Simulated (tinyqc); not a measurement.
Electron-beam lithography: double-Gaussian proximity function, edge placement and dose correction for parallel lines. From dose to size d_s back to backscatter ratio eta. Computed by tinyqc, a small Python program. Command: `OMP_NUM_THREADS=1 python tinyqc.py 3111323 3111324 out.jsonl proximity inv`. One thread of a shared host (Intel(R) Xeon(R) Processor @ 2.30GHz), about 0.01 s of CPU time with the checks.

Lines are infinitely long. Absorbed energy is counted so that the middle of a very large area written at dose 1 receives 1; the resist develops where it exceeds 1/2.

Inputs (values chosen for the exercise, of the order of those for 20 keV electrons in resist on silicon):
```
quantity,value,unit
forward range alpha,0.01,micrometre
base dose D0,190,microcoulomb/cm^2
width of the test line,0.19,micrometre
pattern density around the test line,0.58,-
```

Method. A test line of width w << beta in surroundings of density rho, all at dose d: near its edge E(x) = d [S + eta rho]/(1 + eta), S = [erf((b - x)/alpha) - erf((a - x)/alpha)]/2 for edges a and b, the second term being the background energy. Dose to size d_s = (1 + eta)/(erf(w/alpha) + 2 eta rho), dose = d_s D0; edge slope d [1 - exp(-w^2/alpha^2)]/(sqrt(pi) alpha (1 + eta)); width change per 1 % of dose = 2 x 0.01 x (1/2)/slope.

Task: A run gave the result below. Find the backscatter ratio eta, known to lie between 0.47 and 1.2.

dose to size d_s = 0.9312217

Result:

Each step takes the trial c = (a f_b - b f_a)/(f_b - f_a), f being the result less the target and a, b, c the logarithms of the listed values; c replaces end b, the old b replaces a if the sign of f changed, and otherwise f_a is halved.

Scan of the range:
```
backscatter ratio eta,dose to size d_s
0.470,0.951333
0.549,0.946336
0.642,0.941125
0.751,0.935783
0.878,0.930403
1.030,0.924913
1.200,0.919732
```

False position (Illinois rule, in the logarithm of the input) inside the bracket:
```
step,end a,end b,trial,dose to size d_s
1,0.751,0.878000,0.857373,0.931223
2,0.878,0.857373,0.857401,0.931222
```

Dose to size d_s falls at every point of a 13-point scan of the range (every second point is shown), so one value fits; it is bracketed by 0.751 and 0.878. Answer: backscatter ratio eta = 0.8574.
